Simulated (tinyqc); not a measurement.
From volume change back to energy of phase 2 above phase 1, Delta E0: pressure-driven transition between two phases with analytic equations of state. Computed by tinyqc, a small Python program. Command: `OMP_NUM_THREADS=1 python tinyqc.py 3004979 3004980 out.jsonl transition inv`. One thread of a shared host (Intel(R) Xeon(R) Processor @ 2.30GHz), about 0.02 s of CPU time with the checks.

Each phase obeys E = E0 + (B0 V/B') [(V0/V)^B'/(B' - 1) + 1] - B0 V0/(B' - 1), P = (B0/B') [(V0/V)^B' - 1]; E0 = 0 for phase 1 and Delta E0 for phase 2. H = E + P V.

Inputs (values chosen for the exercise, for two model phases):
```
quantity,value,unit
volume V0 of phase 1,14.6,angstrom^3/atom
B0 of phase 1,237,GPa
B' of phase 1,4.47,-
volume V0 of phase 2,11,angstrom^3/atom
B0 of phase 2,316,GPa
B' of phase 2,3.6,-
```

Equation of state: Murnaghan.

Constants: 1 eV/angstrom^3 = 160.2176634 GPa.

Method. Start from P = Delta E0/(V0 of phase 1 - V0 of phase 2); at each P solve P(V) = P for both phases and step P(new) = P - (H_2 - H_1)/(V_2 - V_1); stop when |H_2 - H_1| < 1e-10 eV. At the zero-temperature transition the volume change is V_2/V_1 - 1 and the work is P (V_1 - V_2).

Problem. A run gave the result below. Find the energy of phase 2 above phase 1, Delta E0, known to lie between 0.28 and 0.67 eV/atom.

volume change = -23.42 %

Solution.

Each step takes the trial c = (a f_b - b f_a)/(f_b - f_a), f being the result less the target and a, b, c the logarithms of the listed values; c replaces end b, the old b replaces a if the sign of f changed, and otherwise f_a is halved.

Scan of the range:
```
"energy of phase 2 above phase 1, Delta E0 (eV/atom)",volume change (%)
0.280,-23.8470
0.324,-23.7480
0.375,-23.6415
0.433,-23.5304
0.501,-23.4126
0.579,-23.2928
0.670,-23.1715
```

False position (Illinois rule, in the logarithm of the input) inside the bracket:
```
step,end a,end b,trial,volume change (%)
1,0.433000,0.501000,0.496428,-23.4201
2,0.501000,0.496428,0.496498,-23.4200
3,0.501000,0.496498,0.496498,-23.4200
4,0.496498,0.496498,0.496498,-23.4200
```

Volume change rises at every point of a 13-point scan of the range (every second point is shown), so one value fits; it is bracketed by 0.433 and 0.501. Answer: energy of phase 2 above phase 1, Delta E0 = 0.4965 eV/atom.
